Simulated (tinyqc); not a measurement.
Three-band (Emery) model of a CuO2 plane downfolded to one band: one step. Loewdin downfolding onto d. Two cases, with inputs chosen for the exercise.

Problem. h(E) = H_dd + V (E - H_pp)^-1 V^T with V = H_dp. The level solves E = h(E). Newton: start at E = 0, set Z = 1/(1 - dh/dE) = 1/(1 + |(E - H_pp)^-1 V^T|^2) and E(new) = E + Z (h - E); stop when the step is below 1e-9 eV.

Case 1.

H (eV), rows d, px, py and columns alike:
```
[[0, 0.725575, -1.170397],
 [0.725575, -1.500000, -0.345263],
 [-1.170397, -0.345263, -1.500000]]
```

Case 2.

H (eV), rows d, px, py and columns alike:
```
[[0, 0.962460, -1.612061],
 [0.962460, -2.000000, -0.649008],
 [-1.612061, -0.649008, -2.000000]]
```

Give: Iterations.

Solution.

Case 1.

Iterations:
```
i   E (eV)  h(E) (eV)       Z
0  0.00000    1.61012  0.4207
1  0.67738    1.02024  0.6447
2  0.89844    0.91146  0.6947
3  0.90748    0.90750  0.6965
4  0.90750    0.90750  0.6965
```

The first value, h(0) = 1.6101 eV, is the energy-independent downfolding; the root is 0.9075 eV, so h(0) is 77 % too high. The final Z is the d weight of the state.

Case 2.

Iterations:
```
i   E (eV)  h(E) (eV)       Z
0  0.00000    2.53272  0.3514
1  0.88998    1.53848  0.5964
2  1.27673    1.31494  0.6695
3  1.30231    1.30243  0.6737
4  1.30240    1.30240  0.6737
```

The first value, h(0) = 2.5327 eV, is the energy-independent downfolding; the root is 1.3024 eV, so h(0) is 94 % too high. The final Z is the d weight of the state.

Computed by tinyqc, one run a case: `OMP_NUM_THREADS=1 python tinyqc.py N N+1 out.jsonl` with N = 1480217, 1482392; one thread of a shared Intel(R) Xeon(R) Processor @ 2.30GHz, about 0.03 s a run at most.
